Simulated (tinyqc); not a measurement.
# Floating body of a partially depleted SOI transistor: body voltage and kink: what changes with what

Source at 0 V. Channel current Ic = 2 nf K Vt^2 [F(0) - F(Vd)](1 + la Vd), F(V) = ln^2(1 + exp((Vg - VT - nf V)/(2 nf Vt))), VT = VT0 - gb Vb. Saturation voltage Vs = 2 Vt sqrt(F(0)) + 3 Vt, excess Ve = (Vd - Vs + sqrt((Vd - Vs)^2 + 0.0004 V^2))/2, multiplication M1 = Ai Ve exp(-Bl/Ve). Each junction passes D(v) = J1 (exp(v/Vt) - 1) + J2 (exp(v/(2 Vt)) - 1). Bipolar current Ib = bb J1 (exp(Vb/Vt) - 1). The body settles where M1 (Ic + Ib) = D(Vb) + D(Vb - Vd) + Vb/Rb; drain current Id = (1 + M1)(Ic + Ib) - D(Vb - Vd).

Inputs (values chosen for the exercise); values of the order met in partially depleted silicon-on-insulator transistors: temperature T = 358 K; threshold at zero body voltage VT0 = 0.52 V; fall of the threshold per volt of body voltage gb = 0.27; slope factor nf = 1.46; gain factor per width K = 110 uA/(V^2 um); channel-length modulation factor la = 0.05 1/V; impact-ionisation prefactor Ai = 3.86 1/V; impact-ionisation voltage Bl = 6.4 V; diffusion saturation current of each junction J1 = 3.2e-10 uA/um; recombination saturation current of each junction J2 = 3.9e-7 uA/um; gain of the lateral bipolar transistor on the diffusion current bb = 0; resistance of a weak body tie to the source (1e9 stands for no tie, and the term is then dropped) Rb = 1e9 kohm um; gate voltage Vg = 0.42 V; drain voltage Vd = 2.3 V.

Constants: q = 1.602176634e-19 C, kB = 1.380649e-23 J/K, Vt = kB T/q. Results are converted to the units shown.

Each table varies one quantity; the others keep the values above.

## Output curve and kink

Rows with more than one solution for Vb (latch) are left out; dId/dVd by a forward difference over 1e-4 V, swing = 1e-4 V over the change of log10 Id; M1 under 1e-12 is printed as 0.

Result of one run:
```
Vd (V),Vb (V),M1,"Id, floating (uA/um)","Id, grounded (uA/um)",ratio,"dId/dVd, floating (uS/um)","dId/dVd, grounded (uS/um)"
2,0.5971,0.2193,0.4867,0.03401,14.31,0.3906,0.01717
```

What becomes of these results when the drain voltage Vd is changed from 2 to 1.8 V, all else the same?

Result of the changed run:
```
Vd (V),Vb (V),M1,"Id, floating (uA/um)","Id, grounded (uA/um)",ratio,"dId/dVd, floating (uS/um)","dId/dVd, grounded (uS/um)"
1.8,0.5773,0.1289,0.4152,0.03103,13.38,0.3278,0.01274
```

The whole series:
```
Vd (V),Vb (V),M1,"Id, floating (uA/um)","Id, grounded (uA/um)",ratio,"dId/dVd, floating (uS/um)","dId/dVd, grounded (uS/um)"
1,0.3936,0.001996,0.1707,0.02611,6.538,0.4025,0.001863
1.2,0.4722,0.009423,0.2405,0.02660,9.041,0.3078,0.003220
1.4,0.5194,0.02876,0.2981,0.02746,10.86,0.2772,0.005560
1.6,0.5524,0.06668,0.3541,0.02888,12.26,0.2877,0.008800
1.8,0.5773,0.1289,0.4152,0.03103,13.38,0.3278,0.01274
2,0.5971,0.2193,0.4867,0.03401,14.31,0.3906,0.01717
2.2,0.6132,0.3406,0.5726,0.03792,15.10,0.4706,0.02190
```

Vb rises from 0.394 to 0.613 V and the ratio of the currents rises from 6.54 to 15.1. The output conductance with a floating body exceeds the grounded value by the largest factor among the rows, 216, at Vd = 1 V, where Vb = 0.394 V and M1 = 0.00200.

## Transfer curve and swing

Same model as above.

Transfer curve and swing:
```
Vg (V),Vb (V),M1,"Id, floating (uA/um)","Id, grounded (uA/um)",ratio,"swing, floating (mV/decade)","swing, grounded (mV/decade)"
0.07,0.2802,0.4684,1.215e-4,2.317e-5,5.243,69.70,105.9
0.17,0.4331,0.4655,0.002628,2.073e-4,12.68,81.82,105.0
0.27,0.5288,0.4557,0.03499,0.001828,19.14,97.69,107.0
0.37,0.5957,0.4315,0.2782,0.01494,18.62,130.4,113.3
0.47,0.6398,0.3918,1.200,0.1015,11.83,194.7,130.0
0.57,0.6674,0.3454,3.172,0.4922,6.445,290.0,167.6
0.67,0.6849,0.2995,6.202,1.590,3.900,406.2,233.8
0.77,0.6965,0.2567,10.16,3.663,2.774,533.8,327.2
0.87,0.7044,0.2178,14.94,6.723,2.222,667.1,439.4
```

Vb rises from 0.280 to 0.704 V. The smallest swing among the rows is 69.7 mV a decade with a floating body (at Vg = 0.07 V) and 105 with a grounded one; Vt ln 10 = 71.0. The floating swing is smaller by more than 3 % for Vg = 0.07, 0.17, 0.27 V, where the rising Vb lowers the threshold as Vg rises. In the first row the floating body raises the current by a factor of 5.24.

Range of the model: The multiplication law is an empirical form chosen for the exercise; self-heating and capacitive coupling to the body are left out, and the linear laws are rough once Vb passes about 0.7 V or M1 about 0.1.

Computed by the program tinyqc: `OMP_NUM_THREADS=1 python tinyqc.py 2182056 2182057 out.jsonl`, one thread of a shared Intel Xeon 2.30GHz, about 0.2 s for the whole run.
